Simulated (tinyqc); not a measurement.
Worked calculation: zigzag graphene nanoribbon in tight binding. Values are carried at full precision from step to step, so a last printed digit may differ when a step is redone from the rounded ones.

A zigzag ribbon of N chains, sites A1, B1, A2, ..., BN across it. For each k it is a chain with bonds -2t cos(k/2) (A_n to B_n) and -t (B_n to A_(n+1)), and +D, -D on A and B. A1 and BN are the edge sites; the Dirac points project to k = 2 pi/3.

Parameters, chosen for this exercise (near those used for graphene; shifted at random, so the results belong to these values and not to a real crystal):
- t = 2.64 eV (hopping)
- N = 5 (zigzag chains)
- D = 0 eV (sublattice potential, +D on A and -D on B)
- k = 2.67 (k times the period sqrt3 acc)
- acc = 1.42 angstrom (bond length)

## The chain at this k

Form the k-dependent bond and the matrix.

2 cos(k/2) = 0.46723

H(k) (eV):
```
         A1       B1       A2       B2       A3       B3       A4       B4       A5       B5
A1        0  -1.2335        0        0        0        0        0        0        0        0
B1  -1.2335        0  -2.6400        0        0        0        0        0        0        0
A2        0  -2.6400        0  -1.2335        0        0        0        0        0        0
B2        0        0  -1.2335        0  -2.6400        0        0        0        0        0
A3        0        0        0  -2.6400        0  -1.2335        0        0        0        0
B3        0        0        0        0  -1.2335        0  -2.6400        0        0        0
A4        0        0        0        0        0  -2.6400        0  -1.2335        0        0
B4        0        0        0        0        0        0  -1.2335        0  -2.6400        0
A5        0        0        0        0        0        0        0  -2.6400        0  -1.2335
B5        0        0        0        0        0        0        0        0  -1.2335        0
```

An edge state of the finite ribbon needs 2 cos(k/2) < N/(N + 1) = 0.8333: it exists here.

## Levels and where the middle pair lives

Diagonalise H; average the weights of the two middle levels.

levels (eV): -3.7281  -3.3069  -2.6587  -1.8924  -0.0460  0.0460  1.8924  2.6587  3.3069  3.7281

weights: A1 0.392, B1 0.001, A2 0.085, B2 0.004, A3 0.018, B3 0.018, A4 0.004, B4 0.085, A5 0.001, B5 0.392

The two edge sites hold 78.4 % of the middle pair, against 20.0 % for an even spread.

## The edge state from the half-plane solution

On a half plane the state lives on one sublattice with amplitudes (-x)^n, x = 2 cos(k/2): weight 1 - x^2 on the edge site, decay length -1.5 acc/ln x of the amplitude. The two edges mix to |E| = sqrt(D^2 + e^2), e about t x^N (1 - x^2).

edge weight = 0.7817
decay length = 2.799 angstrom
e = 0.0460 eV
|E| = 0.0460 eV

Diagonalising the chain of 10 sites gives |E| = 0.0460 eV; the estimate is -0.2 % from it.

## Checks

- Level at k = pi next to the edge pair against sqrt(t^2 + D^2): both 2.64000.

Run: tinyqc, `OMP_NUM_THREADS=1 python tinyqc.py 1452667 1452668 out.jsonl`; Intel(R) Xeon(R) Processor @ 2.30GHz, one thread, shared host; about 0.01 s of CPU time with all checks.
